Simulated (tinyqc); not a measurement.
Charge control and current of a heterostructure field-effect transistor: one step, computed by the program tinyqc. Command: `OMP_NUM_THREADS=1 python tinyqc.py 3006935 3006936 out.jsonl hemt walk`. One thread of a shared host (Intel(R) Xeon(R) Processor @ 2.30GHz), about 0.01 s of CPU time with the checks.

Two subbands in a triangular well; E_F is counted from the conduction band edge of the channel at the interface.

Task: Saturation current. With V = e n_s/C_g and V_c = v_s L/mu: for v = mu F up to v_s, I/W = C_g v_s V_c (sqrt(1 + (V/V_c)^2) - 1) and V_Dsat = V + V_c - sqrt(V^2 + V_c^2); g_m = dI/dV; extrinsic g_m/(1 + g_m R_S); f_T = g_m/(2 pi C_g L).

Inputs (values chosen for the exercise, modelled on AlGaAs/GaAs):
```
quantity,value,unit
permittivity eps (barrier and channel),12.8,-
conduction band offset dE_c,0.19,eV
mobility mu,6000,cm^2/(V s)
saturation velocity v_s,1.5,1e7 cm/s
gate length L,170,nm
source resistance R_S,0.32,ohm mm
temperature T,400,K
spacer between delta layer and channel,4.7,nm
```

Charge source: delta doping. Velocity law: two-piece.

sheet density n_s = 2.798466e+12 1/cm^2

gate capacitance C_g = 0.3339055 microfarad/cm^2

Constants: e = 1.602176634e-19 C.

Give: V; V_c; V_Dsat; saturation current I/W; intrinsic g_m; extrinsic g_m; intrinsic f_T.

Result:

V = 1.3428 V

V_c = 0.0425 V

V_Dsat = 0.041828 V

saturation current I/W = 651.60 mA/mm

intrinsic g_m = 500.61 mS/mm

extrinsic g_m = 431.49 mS/mm

intrinsic f_T = 140.36 GHz

V/V_c = 31.59: velocity saturation rules; I is 97 % of e n_s v_s = 673 mA/mm. Caution: E_F lies above the conduction band minimum of the barrier, so electrons would spill into the barrier.
